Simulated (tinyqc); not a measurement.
Absorption edge of a degenerate semiconductor, band filling against gap narrowing: two steps of the calculation.

n-type, parabolic bands, full ionisation. eta = (EF - Ec)/kB T solves N = Nc F12(eta), F12(x) = (2/sqrt(pi)) int_0^infinity sqrt(u)/(1 + exp(u - x)) du. The gap shrinks rigidly by dEg = a3 y^(1/3) + a4 y^(1/4) + a2 y^(1/2), y = N/1e18 cm^-3, an empirical law that is here taken as the true narrowing.

Values chosen for this exercise; band and dielectric values close to those of In0.53Ga0.47As:
```
symbol    value   unit                                              meaning
T           350      K                                          temperature
Eg        0.733     eV                                             band gap
Nc      2.55e17  cm^-3  conduction-band density of states at 350 K, from me
me       0.0402     m0                                        electron mass
mh         0.45     m0                                            hole mass
N        8.2e18  cm^-3                                ionised donor density
a3           19    meV                        coefficient of (N/1e18)^(1/3)
a4          9.5    meV                        coefficient of (N/1e18)^(1/4)
a2          1.1    meV                        coefficient of (N/1e18)^(1/2)
```

Constants: q = 1.602176634e-19 C, kB = 1.380649e-23 J/K, h = 6.62607015e-34 J s, c = 299792458 m/s, Vt = kB T/q. Results are converted to the units shown.

Task 1. Fermi level. Newton step on ln F12(eta) = ln(N/Nc): eta(new) = eta - ln(Nc F12/N) F12/Fm, Fm(x) = dF12/dx = (1/sqrt(pi)) int_0^infinity u^(-1/2)/(1 + exp(u - x)) du.

eta at the start (Boltzmann value) = 3.4706

Find: F12; Fm; eta after iteration 1.

Result 1.

F12 = 5.399
Fm = 2.016
eta after iteration 1 = 8.248

Task 2. The optical edge. Vertical transitions need an empty final state: the edge is taken where the state lies 4 kB T below EF, E_opt = Eg - dEg + (1 + me/mh) max(eta - 4, 0) kB T; wavelength h c/(q E_opt).

converged eta = 12.157705

Give: dEg; EF - Ec; filling shift; E_opt; wavelength.

Result 2.

dEg = 57.54 meV
EF - Ec = 366.7 meV
filling shift = 268.0 meV
E_opt = 0.9435 eV
wavelength = 1314 nm

The edge lies 210 meV above the undoped gap: filling outweighs narrowing.

Range of the model: Band tails, non-parabolic bands and incomplete ionisation are left out.

Numbers from tinyqc (`OMP_NUM_THREADS=1 python tinyqc.py 2330094 2330095 out.jsonl`; about 0.03 s on one thread of a shared Intel Xeon 2.30GHz).
